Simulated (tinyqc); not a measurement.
Bandgap voltage reference from two bipolar transistors: one step of the calculation.

Two transistors of area 1 and N carry the same current I. Is(T) = Is (T/T0)^eta exp[(Vg0 q/kB)(1/T0 - 1/T)], VBE1 = Vt ln(I/Is(T)) + I rb, VBE2 = Vt ln(I/(N Is(T))) + I rb/N. The amplifier forces I R1(T) = VBE1 - VBE2 + Vos, with R(T) = R (1 + tc (T - T0)) for both resistors, and the output is Vref = VBE1 + I R2(T). Base currents and the Early effect are neglected.

Question. Operating point at the reference temperature. Vt = kB T/q; I = (Vt ln N + Vos)/(R1(T) - rb (1 - 1/N)). Evaluate at T = T0.

Inputs (values chosen for the exercise); values of the order met in silicon bipolar transistors: reference temperature T0 = 300 K; band-gap voltage extrapolated to 0 K Vg0 = 1.191 V; temperature exponent of the saturation current eta = 3.3; saturation current of the unit transistor at T0 Is = 9e-17 A; area ratio of the second transistor N = 4; resistor across which the difference of VBE falls, at T0 R1 = 5 kohm; temperature coefficient of both resistors tc = 500 ppm/K; offset of the amplifier Vos = 0 mV; series resistance of the unit transistor rb = 77 ohm; output resistor at T0 R2 = 86.04 kohm.

Constants: q = 1.602176634e-19 C, kB = 1.380649e-23 J/K. Results are converted to the units shown.

Wanted: Vt; I; Is(T); VBE1; I R2; Vref.

Answer.

Vt = 0.02585 V
I = 7.251 uA
Is(T) = 9.000e-17 A
VBE1 = 0.6498 V
I R2 = 0.6239 V
Vref = 1.274 V

tinyqc, about 0.02 s, one thread, Intel Xeon 2.30GHz (shared host): `OMP_NUM_THREADS=1 python tinyqc.py 2062149 2062150 out.jsonl`
